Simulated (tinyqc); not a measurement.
Band offset of a heterojunction with an interface dipole (two-band chains, self-consistent charge), step by step. Values are carried at full precision from step to step, so a last printed digit may differ when a step is redone from the rounded ones.

Sites alternate A, C. Left: A at -G1/2, C at +G1/2, hopping -t1; right: A at D - G2/2, C at D + G2/2, hopping -t2; the bonds across the two interfaces of a ring (C left to A right, C right to A left) have -sqrt(t1 t2). D is the offset of the mid-gaps, so Ev(right) - Ev(left) = D - (G2 - G1)/2 and Ec(right) - Ec(left) = D + (G2 - G1)/2. The closing bond has its sign reversed (antiperiodic ring). Half the levels are filled with two electrons each. The charge moved is q = (electrons on the left) less one a site; the mean over the two interfaces, q/2, is taken as the charge that crosses each, and its dipole opposes the offset: D = D0 - u q/2.

Inputs chosen for the exercise (gaps near those of GaN and AlN; the chains and D0 are free models, so the offsets are not those of the real pair; not measured data): G1 = 3.34 eV (gap on the left); G2 = 5.81 eV (gap on the right); t1 = 2.72 eV (hopping on the left); t2 = 2.42 eV (hopping on the right); D0 = -2.41 eV (mid-gap of the right side above that of the left, without dipole); n = 2 (cells a side in the small ring); u = 8.8 eV (potential step per electron moved across); mx = 0.3 (mixing).

## The small ring at D = D0

Fill in H.

H (eV), lower triangle:
```
         AL1      CL1      AL2      CL2      AR1      CR1      AR2     CR2
AL1  -1.6700
CL1  -2.7200   1.6700
AL2        0  -2.7200  -1.6700
CL2        0        0  -2.7200   1.6700
AR1        0        0        0  -2.5656  -5.3150
CR1        0        0        0        0  -2.4200   0.4950
AR2        0        0        0        0        0  -2.4200  -5.3150
CR2   2.5656        0        0        0        0        0  -2.4200  0.4950
```

## Levels and site charges

Diagonalise, fill the lower half with two electrons each, and sum the electrons on the left (L) less one a site.

levels (eV): -7.5935  -6.4986  -4.5543  -3.0204  1.4657  1.8932  3.6465  5.0215

electrons on the sites: AL1 1.3974, CL1 0.4749, AL2 1.4459, CL2 0.4089, AR1 1.7173, CR1 0.3441, AR2 1.7091, CR2 0.5024

q = -0.2729 electrons

Electrons move to the right, the side whose mid-gap lies lower.

## Self-consistent offset

From here on the ring has 24 cells a side.

Start at D = D0; D(out) = D0 - u q(D)/2; D(new) = D + mx (D(out) - D); stop when |D(out) - D| < 1e-7 eV.

Iterations:
```
i      D (eV)         q  D(out) (eV)  D(out) - D
0    -2.41000  -0.28099     -1.17364        1.24
1    -2.03909  -0.22857     -1.40428       0.635
2    -1.84865  -0.20357     -1.51429       0.334
3    -1.74834  -0.19086     -1.57023       0.178
4    -1.69491  -0.18420     -1.59950      0.0954
5    -1.66629  -0.18067     -1.61504      0.0512
6    -1.65091  -0.17878     -1.62335      0.0276
7    -1.64264  -0.17777     -1.62780      0.0148
8    -1.63819  -0.17723     -1.63020     0.00799
...       ...       ...          ...         ...
23   -1.63299  -0.17659     -1.63299    7.49e-07
24   -1.63299  -0.17659     -1.63299    4.03e-07
25   -1.63299  -0.17659     -1.63299    2.17e-07
26   -1.63299  -0.17659     -1.63299    1.17e-07
27   -1.63299  -0.17659     -1.63299    6.31e-08
```

D = -1.6330 eV

Converged at i = 27: the dipole removes 32 % of the starting offset.

## Linear response

chi = (q(+h) - q(-h))/(2h) at D = 0 with h = 0.01 eV; S = 1/(1 + u chi/2); linear estimate D = S D0.

chi = 0.10134 1/eV
S = 0.6916
linear estimate of D = -1.6668 eV

The self-consistent value is -1.6330 eV, +33.8 meV from the estimate. At D = 0 no net charge crosses: the mid-gaps are the neutrality levels of these symmetric chains.

## The line-up

Ev(right) - Ev(left) = D - (G2 - G1)/2 and Ec(right) - Ec(left) = D + (G2 - G1)/2, for D0, for the self-consistent D and for D = 0. Type I: the offsets have opposite signs; type III: one valence edge lies above the other conduction edge; else type II.

Offsets (eV):
```
case                            D  valence  conduction                 type
no dipole                  -2.410   -3.645      -1.175  type II (staggered)
self-consistent            -1.633   -2.868      -0.398  type II (staggered)
neutrality levels aligned   0.000   -1.235       1.235  type I (straddling)
```

The dipole shifts both offsets alike and leaves the type.

## Checks

- q at D = 0 against zero, as particle-hole symmetry demands: both 0.000000.
- q at the self-consistent D on 24 against 48 cells a side: both -0.1766.

Run: tinyqc, `OMP_NUM_THREADS=1 python tinyqc.py 1481275 1481276 out.jsonl`; Intel(R) Xeon(R) Processor @ 2.30GHz, one thread, shared host; about 0.5 s of CPU time with all checks.
